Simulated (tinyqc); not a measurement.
Ellipsometry and reflectance of a transparent film on an absorbing substrate: one step of the calculation.

Air (index 1), film, substrate with N2 = n2 - i k2; time factor exp(+i w t). q_j = sqrt(N_j^2 - sin^2 th), root with positive real part. Fresnel coefficients r_s = (q_a - q_b)/(q_a + q_b), r_p = (N_b^2 q_a - N_a^2 q_b)/(N_b^2 q_a + N_a^2 q_b). tan(Psi) exp(i Delta) = R_p/R_s, Delta taken from 0 to 360 degrees.

Problem. Psi, Delta and reflectances. beta = 2 pi d q1/lam, X = exp(-2 i beta), R = (r01 + r12 X)/(1 + r01 r12 X) for p and s.

Inputs (values chosen for the exercise):
```
symbol,value,unit,meaning
lam,405,nm,wavelength
d,120,nm,film thickness
```

q1 = 1.3538396
r01,p = -0.18615654
r01,s = -0.59664101
r12,p = 0.46668449-0.02299213i
r12,s = -0.59639558+0.02014620i

Wanted: beta; X; R_p; R_s; Psi; Delta; |R_p|^2; |R_s|^2.

Solution.

beta = 2.520 rad
X = 0.3226+0.9465i
R_p = -0.0514+0.4444i
R_s = -0.7946-0.2606i
Psi = 28.15 degrees
Delta = 258.4 degrees
|R_p|^2 = 0.2002
|R_s|^2 = 0.6993

The bare substrate gives Psi = 19.30 and Delta = 175.51 degrees.

Computed by the program tinyqc: `OMP_NUM_THREADS=1 python tinyqc.py 2870162 2870163 out.jsonl`, one thread of a shared Intel Xeon 2.30GHz, about 0.01 s for the whole run.
